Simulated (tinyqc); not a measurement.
## Capacitance measurement on a leaky thin oxide: effects of series resistance and leakage: readings against frequency

The device is a capacitance C in parallel with a leakage conductance G, in series with Rs and Ls. An impedance meter reports either a parallel pair (Cp, Gp) from Y = 1/Z = Gp + i w Cp or a series pair (Cs, Rm) from Z = Rm + 1/(i w Cs); w = 2 pi f, dissipation D = Gp/(w |Cp|).

EOT = 3.9 tox/eox; CET = EOT + zc + zp; C = 3.9 eps0 A/CET; G = Jg A/Vs. Z = Rs + i w Ls + 1/(G + i w C); CET read from Cp = 3.9 eps0 A/Cp; errors under 0.001 % are printed as 0.

Values chosen for this exercise; values of the order met in thin-oxide MOS capacitors:
```
symbol,value,unit,meaning
eox,3.9,,relative permittivity of the gate insulator (close to silicon dioxide)
tox,1.1,nm,insulator thickness
A,400,um^2,gate area
zc,0.59,nm,oxide-equivalent thickness added by the accumulation layer
zp,0,nm,oxide-equivalent thickness added by gate depletion
Jg,0.052,A/cm^2,"gate leakage current density, not matched to the thickness"
Vs,0.36,V,voltage for an e-fold rise of the leakage
Rs,58,ohm,series resistance
Ls,24,nH,series inductance
```

Constants: eps0 = 8.8541878128e-14 F/cm where lengths are in cm. Results are converted to the units shown.

The same in every row: C (pF) = 8.173.

Results:
```
f (Hz)  Cp (pF)  Cs (pF)        D  error of Cp (%)  error of Cs (%)  CET read from Cp (nm)
1000      8.173     1043    11.25         -6.70e-3           1.27e4                  1.690
10000     8.173    18.52    1.125         -6.70e-3              127                  1.690
30000     8.173    9.323   0.3751         -6.70e-3             14.1                  1.690
1e5       8.173    8.277   0.1128         -6.70e-3             1.27                  1.690
3e5       8.173    8.185  0.03840         -6.71e-3            0.141                  1.690
1e6       8.173    8.174  0.01423         -6.81e-3           0.0134                  1.690
3e6       8.172    8.174  0.01269         -7.72e-3          8.38e-3                  1.690
1e7       8.172    8.179  0.03093          -0.0180           0.0776                  1.690
3e7       8.164    8.230  0.09036           -0.114            0.702                  1.692
```

Estimate the missing row, f = 3000 Hz.

Computed row:
```
f (Hz)  Cp (pF)  Cs (pF)      D  error of Cp (%)  error of Cs (%)  CET read from Cp (nm)
3000      8.173    123.1  3.750         -6.70e-3             1410                  1.690
```

With this row back in the table: D goes from 11.3 through a minimum of 0.0127 (at f = 3e6 Hz among the rows listed) to 0.0904; without inductance its minimum lies at f = sqrt(G (1 + G Rs)/Rs)/(2 pi C) = 1.94e6 Hz. The error of Cp goes from -0.00670 to -0.114 % and that of Cs from 12700 to 0.702 %; at low frequency Cp tends to C/(1 + G Rs)^2 and Cs grows as 1 + (G/(w C))^2. One of the two readings is within 2 % of C for f = 1000, 3000, 10000, 30000, 1e5, 3e5, 1e6, 3e6, 1e7, 3e7 Hz. For f = 1000, 3000, 10000 D exceeds 1, where the accuracy of real meters degrades in proportion to sqrt(1 + D^2).

Computed by the program tinyqc: `OMP_NUM_THREADS=1 python tinyqc.py 2022162 2022163 out.jsonl`, one thread of a shared Intel Xeon 2.30GHz, about 0.01 s for the whole run.
